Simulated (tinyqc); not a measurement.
Inside a calculation: free and nearly free electrons in a metal. Values are carried at full precision from step to step, so a last printed digit may differ when a step is redone from the rounded ones.

The cubic cell holds 4 atoms: n = 4 z/a^3, kF = (3 pi^2 n)^(1/3), EF = c kF^2/m, vF = 2 c kF/(m hbar), c = hbar^2/2m0; rs = (3/(4 pi n))^(1/3)/a0; D(EF) = 3 n/(2 EF).

Constants: hbar^2/2m0 = 3.80998211 eV angstrom^2; hbar = 6.58211957e-16 eV s; a0 (Bohr radius) = 0.5291772105 angstrom; kB = 8.617333262e-05 eV/K.

Parameters, chosen for this exercise (near those of Ca; not measured data):
```
symbol  value  unit          meaning
a       5.585  angstrom      fcc lattice constant
z       2                    free electrons an atom
m       1      m0            mass
rho     3.47   micro-ohm cm  bulk resistivity
T       320    K
V       0.41   eV            |V_G| for G = (111)
x       0.89                 k along G as a share of |G|/2
```

## The Fermi sphere

Evaluate the free-electron quantities.

n = 0.04592 1/angstrom^3
kF = 1.1078 1/angstrom
EF = 4.676 eV
vF = 1.283e+06 m/s
rs = 3.274
D(EF) per atom = 0.6416 1/eV

## Relaxation time and mean free path

Drude: 1/rho = n e^2 tau/(m m0) with e = 1.602176634e-19 C and m0 = 9.1093837e-31 kg; mean free path l = vF tau; rho l = hbar kF/(n e^2) = 12 pi^3 hbar/(e^2 S) with S = 4 pi kF^2 does not depend on tau or m.

Use SI units: n in 1/m^3 (1e30 per 1/angstrom^3), rho in ohm m (1e-8 per micro-ohm cm).

tau = 22.27 fs
l = 28.56 nm
rho l = 9.911 1e-16 ohm m^2

Wires lose conductivity to surfaces and grain boundaries, with an excess that scales as rho l over the width and is of the order of rho itself at a width of l = 29 nm.

## Thermal quantities

gamma = (pi^2/3) kB^2 D(EF) per atom, times 96485.33 x 1e3 for mJ/(mol K^2); mu(T) = EF (1 - (pi kB T/EF)^2/12); Wiedemann-Franz kappa = L0 T/rho with L0 = (pi^2/3) (kB/e)^2, kB/e in V/K.

gamma = 1.512 mJ/(mol K^2)
mu - EF = -0.1337 meV
kappa = 225 W/(m K)

## The sphere against the zone faces

Take G = (hkl) 2 pi/a for (111), (200) and (220), with the number of equivalent faces. The Bragg plane of G lies at |G|/2 with |G| = (2 pi/a) sqrt(h^2 + k^2 + l^2). Where kF exceeds it, the sphere cuts the plane in a circle of radius sqrt(kF^2 - G^2/4).

Distance and circle for each G:
```
G      faces  |G|/2 (1/angstrom)  kF/(|G|/2)  circle radius
(111)      8              0.9743      1.1371         0.5273
(200)      6              1.1250      0.9847              -
(220)     12              1.5910      0.6963              -
```

The sphere crosses the (111) faces, so electrons spill into higher zones.

## Two plane waves near the face

Two plane waves k and k - G, G = (111) (2 pi/a): H = [[c k^2/m, V], [V, c (k - G)^2/m]] with c = hbar^2/2m0.

Build H for k along G, diagonalise, and give the weight of the first wave in the lower state and its velocity along G relative to a free electron, (w k + (1 - w)(k - G))/k.

H (eV):
```
[[2.8647, 0.4100],
 [0.4100, 4.4560]]
```

levels (eV): [2.7653, 4.5554]

w = 0.9445
v/v_free = 0.8752

The splitting is 1.790 eV here and 2V = 0.82 eV on the face, where the normal velocity vanishes. There the lower band lies at 3.207 eV and the upper at 4.027 eV, both below the free EF of 4.676 eV: the face centre is filled in both bands and band 2 holds electrons here, while band 1 may keep holes at the zone corners.

## Checks

- Lower level against the closed form of the 2 x 2 problem (eV): both 2.7653.
- The product rho l against hbar kF/(n e^2) (1e-16 ohm m^2): both 9.911.

tinyqc: `OMP_NUM_THREADS=1 python tinyqc.py 1652764 1652765 out.jsonl`; about 0.01 s, one thread, shared Intel(R) Xeon(R) Processor @ 2.30GHz.
